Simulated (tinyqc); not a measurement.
Classical Heisenberg spin chain: exact results, Metropolis, heat-bath and over-relaxation steps, and a Monte Carlo run: one step, computed by the program tinyqc. Command: `OMP_NUM_THREADS=1 python tinyqc.py 3130504 3130505 out.jsonl heismc walk`. One thread of a shared host (Intel(R) Xeon(R) Processor @ 2.30GHz), about 0.2 s of CPU time with the checks.

E = -J sum_i s_i . s_(i+1) for unit vectors s_i on an open chain; K = J/(k_B T).

Question. Exact results. Each bond angle is independent, so u = <s_i . s_(i+1)> = coth K - 1/K, <s_i . s_(i+n)> = u^n, correlation length xi = -1/ln|u|, energy per bond -J u, heat capacity per bond c/k_B = 1 - K^2/sinh^2 K, and for the long chain chi = mu^2 (1 + u)/(3 k_B T (1 - u)) per spin.

Inputs (values chosen for the exercise, for a model chain of large moments): coupling J = 38 meV; temperature T = 339 K; moment mu = 2.3 mu_B.

Constants: k_B = 8.617333262e-05 eV/K; mu_B = 5.7883818060e-05 eV/T.

Give: K; u; xi; energy per bond; heat capacity; chi over the Curie value; chi.

Answer.

K = 1.301

u = 0.3914

xi = 1.066 sites

energy per bond = -14.87 meV

heat capacity = 0.4145 k_B/bond

chi over the Curie value = 2.286

chi = 0.007989 mu_B/T per spin
